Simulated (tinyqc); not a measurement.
Raman shift of the zone-centre optical phonon of a diamond-structure crystal under stress: one step, computed by the program tinyqc.

Axes x, y, z are the cube axes. Strain shifts the threefold optical mode and can split it; p, q and r are the phonon deformation potentials.

Question. Heating mistaken for stress. A temperature above 300 K shifts the line by (d omega/dT)(T - 300 K); divided by the shift per stress it poses as a stress; the total shift adds it to the shift of the observed line. The anti-Stokes to Stokes ratio is [(omega_L + omega_0)/(omega_L - omega_0)]^3 exp(-h c omega_0/(k_B T)) in photon counts, omega_L = 1/wavelength, resonance effects left out.

Inputs (values chosen for the exercise, modelled on germanium):

| quantity | value | unit |
|---|---|---|
| unstrained frequency omega_0 | 300.3 | 1/cm |
| temperature coefficient d omega/dT | -0.015 | 1/(cm K) |
| local temperature T | 310 | K |
| laser wavelength | 532 | nm |

Stress state: uniaxial. Axis: [110].

shift per stress = -1.515293 1/(cm GPa)

shift of the observed line = -3.333644 1/cm

Constants: h = 6.62607015e-34 J s; c = 299792458 m/s; k_B = 1.380649e-23 J/K.

Give: thermal shift; apparent stress from heating; total shift; anti-Stokes/Stokes ratio.

Answer.

thermal shift = -0.15 1/cm

apparent stress from heating = 0.09899 GPa

total shift = -3.484 1/cm

anti-Stokes/Stokes ratio = 0.2731

Caution: strains above about 1 % call for terms beyond linear order.
